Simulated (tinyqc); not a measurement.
MOS capacitor with interface traps: C-V stretch-out, conductance peak and subthreshold swing: one step, computed by the program tinyqc.

Energies at the interface are counted from the valence band. psi > 0 means bending towards depletion, so the surface potential is +psi. Boltzmann statistics, full ionisation, no quantum confinement. Traps are neutral when filled up to E_n, with a sharp (zero-temperature) occupation.

Problem. Charges at the given band bending. With u = psi/k_B T and r = (n_i/N)^2: F = sqrt(exp(-u) + u - 1 + r (exp(u) - u - 1)); Q_s = -sign(u) sqrt(2) eps_s eps_0 (k_B T/e) F/L_D; C_s = (eps_s eps_0/(sqrt(2) L_D)) |1 - exp(-u) + r (exp(u) - 1)|/F; at high frequency, below strong inversion, the terms in r are dropped. D(E) = D_0 + D_1 [exp(-E/w) + exp(-(E_g - E)/w)]. E_F at the interface is E_s = E_F + psi; Q_it = -e int from E_n to E_s of D(E) dE; C_it = e D(E_s) (per volt); V_G = phi_ms + psi - (Q_s + Q_it + e N_f)/C_ox.

Inputs (values chosen for the exercise, modelled on GaAs, with an insulator like SiO2):

| quantity | value | unit |
|---|---|---|
| gap E_g | 1.41 | eV |
| dielectric constant eps_s | 12.6 | - |
| doping N | 7.2e+16 | cm^-3 |
| work-function difference phi_ms | -0.98 | V |
| fixed charge N_f | 9.7e+10 | cm^-2 |
| trap density D_0 | 1.1e+11 | cm^-2 eV^-1 |
| neutrality level E_n | 0.496 | eV |
| band bending towards depletion psi | 0.51 | V |
| temperature T | 300 | K |
| edge density D_1 | 9.7e+11 | cm^-2 eV^-1 |
| tail width w | 0.087 | eV |

Substrate: p-type. Trap spectrum: U-shaped.

k_B T = 0.02585200 eV

n_i = 3002620 cm^-3

Debye length L_D = 15.81194 nm

bulk E_F = 0.1281475 eV

C_ox = 0.1252704 microF/cm^2

Constants: eps_0 = 8.8541878128e-12 F/m; e = 1.602176634e-19 C.

Give: E_s; Q_s; C_s; C_s at high frequency; D(E_s); Q_it; C_it; gate voltage V_G.

Solution.

E_s = 0.63815 eV

Q_s = -0.11163 microC/cm^2

C_s = 0.11529 microF/cm^2

C_s at high frequency = 0.11529 microF/cm^2

D(E_s) = 1.1077e+11 cm^-2 eV^-1

Q_it = -0.0025431 microC/cm^2

C_it = 0.017747 microF/cm^2

gate voltage V_G = 0.31736 V

The traps hold negative charge because E_s lies above E_n. Caution: traps deeper than about 24 k_B T and minority carriers reach equilibrium slowly or not at all, so the charges here are limits for very slow sweeps.
